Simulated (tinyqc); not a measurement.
k.p theory built from an empirical-pseudopotential calculation at Gamma: one step. Luttinger parameters from the curvatures. Three cases, with inputs chosen for the exercise.

Problem. A pseudopotential band calculation without spin-orbit coupling gave the curvatures below. The valence triplet at Gamma has curvatures (units of hbar^2/2m0) L (once), M (twice) along [100] and (L + 2M + 2N)/3 (once), (L + 2M - N)/3 (twice) along [111]. g1 = -(L + 2M)/3, g2 = -(L - M)/6, g3 = -N/6; heavy and light masses 1/(g1 -/+ 2 g2) along [100], 1/(g1 -/+ 2 g3) along [111].

Give: L, M, N; g1, g2, g3; masses: heavy and light [100], heavy and light [111].

Case 1.

eigenvalues along [100]: -18.24962  -1.81271  -1.81271

eigenvalues along [111]: -20.31579  -0.77963  -0.77963

Solution.

L, M, N: -18.250  -1.813  -19.536

g1, g2, g3: 7.292  2.739  3.256

masses: heavy and light [100], heavy and light [111] (m0): 0.552  0.078  1.283  0.072

Case 2.

eigenvalues along [100]: -16.49250  -2.84176  -2.84176

eigenvalues along [111]: -19.75622  -1.20989  -1.20989

Solution.

L, M, N: -16.492  -2.842  -18.546

g1, g2, g3: 7.392  2.275  3.091

masses: heavy and light [100], heavy and light [111] (m0): 0.352  0.084  0.827  0.074

Case 3.

eigenvalues along [100]: -16.58415  -3.08501  -3.08501

eigenvalues along [111]: -20.18585  -1.28416  -1.28416

Solution.

L, M, N: -16.584  -3.085  -18.902

g1, g2, g3: 7.585  2.250  3.150

masses: heavy and light [100], heavy and light [111] (m0): 0.324  0.083  0.779  0.072

Computed by tinyqc, one run a case: `OMP_NUM_THREADS=1 python tinyqc.py N N+1 out.jsonl` with N = 1050267, 1050274, 1050282; one thread of a shared Intel(R) Xeon(R) Processor @ 2.30GHz, about 0.7 s a run at most.
